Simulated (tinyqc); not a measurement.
## Ionisation constants from two fields

Inverse problem. alpha_n = an exp(-bn/E). Find bn and an.

alpha_n at 263 and 375 kV/cm (1/cm): 4722.3180  20668.254

Solution. ln alpha is a straight line in 1/E with slope -bn and intercept ln an.

bn = 1.300e6 V/cm
an = 6.620e5 1/cm

Program tinyqc, `OMP_NUM_THREADS=1 python tinyqc.py 2120071 2120072 out.jsonl`; Intel Xeon 2.30GHz, shared host, one thread, about 0.03 s.
